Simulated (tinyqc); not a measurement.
CIS and TDHF on RHF in the sto-6g basis, for H2, spin multiplicity 1, step by step. Computed by tinyqc, a small Python program that keeps every step (integrals from PySCF). Settings: charge = 0, multiplicity = 1, basis = sto-6g, method = RHF, energy threshold = 1e-10, iteration cap = 55, orthogonalisation = canonical, start = atomic densities, DIIS depth = 6, TDHF = 1. Command: `OMP_NUM_THREADS=1 python tinyqc.py 31796 31797 out.jsonl` (the two numbers bound the seeds that draw the settings). One thread of a shared host (Intel(R) Xeon(R) Processor @ 2.60GHz), about 0.04 s of CPU time with the checks. The early iterations of the SCF are left out here.

## One-electron integrals

Geometry (angstrom):
```
atom        x        y        z
H     0.00000  0.00000  0.00000
H     0.00000  0.00000  1.08400
```

Basis sto-6g: exponents (1/bohr^2) and contraction coefficients of normalised primitives:
```
element  l (shell)  exponent  coefficient
H            s (1)  35.52322      0.00916
H            s (1)   6.51314      0.04936
H            s (1)   1.82214      0.16854
H            s (1)   0.62596      0.37056
H            s (1)   0.24308      0.41649
H            s (1)   0.10011      0.13033
```

Overlap, kinetic and nuclear-attraction integrals over the contracted functions; the nuclear repulsion is the sum of Za Zb / Rab.

nuclear repulsion = 0.4881709 hartree

overlap S:
```
         1H 1s    2H 1s
1H 1s  1.00000  0.44877
2H 1s  0.44877  1.00000
```

kinetic energy T (hartree):
```
         1H 1s    2H 1s
1H 1s  0.76852  0.08424
2H 1s  0.08424  0.76852
```

nuclear attraction V (hartree):
```
          1H 1s     2H 1s
1H 1s  -1.71699  -0.69231
2H 1s  -0.69231  -1.71699
```

core Hamiltonian H = T + V (hartree):
```
          1H 1s     2H 1s
1H 1s  -0.94846  -0.60806
2H 1s  -0.60806  -0.94846
```

## Two-electron integrals

Functions are numbered as in S; the eight-fold symmetry (ij|kl) = (ji|kl) = (kl|ij) leaves the list below.

Two-electron integrals (ij|kl) in chemists' order, unique and non-zero (hartree):
```
(11|11) 0.77500   (21|11) 0.27249   (21|21) 0.12623   (22|11) 0.45155
(22|21) 0.27249   (22|22) 0.77500
```

## Orthogonalisation

S = U s U^T; canonical form X = U s^(-1/2), so that X^T S X = 1. Each column of U has its largest component positive (the first on a tie).

eigenvalues of S: 0.55123  1.44877

X:
```
              1        2
1H 1s   0.95240  0.58747
2H 1s  -0.95240  0.58747
```

## Starting guess

The start is atomic minimal-basis densities projected into this basis (PySCF's MINAO start) and scaled to the electron count of each spin; this density is not idempotent, so its energy is not variational and may lie below the converged one.

D at the start:
```
         1H 1s    2H 1s
1H 1s  0.95807  0.09344
2H 1s  0.09344  0.95807
```

## Iteration 3 (converged): orbitals

converged F (hartree):
```
          1H 1s     2H 1s
1H 1s  -0.22480  -0.44513
2H 1s  -0.44513  -0.22480
```

Diagonalise F' = X^T F X, C = X C', fill 1 alpha and 1 beta electrons from the bottom; D = 2 C_occ C_occ^T. Each column has its largest component positive (the first on a tie).

F' = X^T F X (hartree):
```
         1         2
1  0.39971   0.00000
2  0.00000  -0.46242
```

orbital energies (hartree): MO1 -0.46242, MO2 0.39971

coefficients C:
```
           MO1       MO2
1H 1s  0.58747   0.95240
2H 1s  0.58747  -0.95240
```

D after iteration 3:
```
         1H 1s    2H 1s
1H 1s  0.69024  0.69024
2H 1s  0.69024  0.69024
```

## Convergence

Stop when the energy changes by less than 1e-10 hartree and every element of the error matrix X^T (F D S - S D F) X is below 3e-06.

Course of the cycle:
```
iteration  E (hartree)     change  largest element of the error matrix
1           -0.6821577          -                             2.80e-16
2           -1.0486264  -3.66e-01                             6.21e-16
3           -1.0486264    0.00000                             6.21e-16
```

PySCF RHF in the same basis = -1.0486264 hartree

Converged in 3 iterations.

## Populations, bond orders and dipole

Mulliken: Z minus the diagonal of D S on the atom; Loewdin: the same with S^(1/2) D S^(1/2); Mayer order: 2 sum_s sum (D(s) S)_ij (D(s) S)_ji over the two atoms.

Charges (e):
```
atom  Mulliken  Loewdin
1H           0        0
2H           0        0
```

Mayer bond orders:
```
pair    order
2-1   1.00000
```

dipole moment about the origin, x y z (debye): 0.00000  0.00000  0.00000

## Integrals over molecular orbitals

(pq|rs) = sum C_ip C_jq C_kr C_ls (ij|kl), one index at a time.

one-electron integrals over orbitals h = C^T H C (hartree):
```
          1         2
1  -1.07438   0.00000
2   0.00000  -0.61753
```

Two-electron integrals over orbitals (pq|rs), unique and non-zero (hartree):
```
(11|11) 0.61197   (21|21) 0.20251   (22|11) 0.60987   (22|22) 0.64021
```

## CIS matrix, singlets

A(ia,jb) = (e_a - e_i) d_ij d_ab + 2 (ia|jb) - (ij|ab).

CIS matrix A, singlet (hartree):
```
         1>2
1>2  0.65727
```

## CIS singlet states

dipole integrals <i|r|a> (bohr):
```
           x        y         z
1>2  0.00000  0.00000  -1.14612
```

Diagonalise A (1 hartree = 27.211386 eV); each vector has its largest component positive (the first on a tie). The transition dipole is mu = sqrt2 sum c_ia <i|r|a>.

singlet excitation energies (eV): 17.88519

lowest vectors:
```
     state 1
1>2  1.00000
```

oscillator strengths 2/3 w |mu|^2: 1.15118

## TDHF (RPA) singlet states

B(ia,jb) = 2 (ia|jb) - (ib|ja); the squared energies are the eigenvalues of (A - B)(A + B); 1 hartree = 27.211386 eV.

TDHF matrix B, singlet (hartree):
```
         1>2
1>2  0.20251
```

squared energies w^2 (hartree^2): 0.39099

TDHF energies from the positive w^2 (eV): 17.01511

## CIS matrix, triplets

A(ia,jb) = (e_a - e_i) d_ij d_ab - (ij|ab).

CIS matrix A, triplet (hartree):
```
         1>2
1>2  0.25225
```

## CIS triplet states

Diagonalise A (1 hartree = 27.211386 eV); each vector has its largest component positive (the first on a tie).

triplet excitation energies (eV): 6.86413

lowest vectors:
```
     state 1
1>2  1.00000
```

## TDHF (RPA) triplet states

B(ia,jb) = - (ib|ja); the squared energies are the eigenvalues of (A - B)(A + B); 1 hartree = 27.211386 eV.

TDHF matrix B, triplet (hartree):
```
          1>2
1>2  -0.20251
```

squared energies w^2 (hartree^2): 0.02262

TDHF energies from the positive w^2 (eV): 4.09272
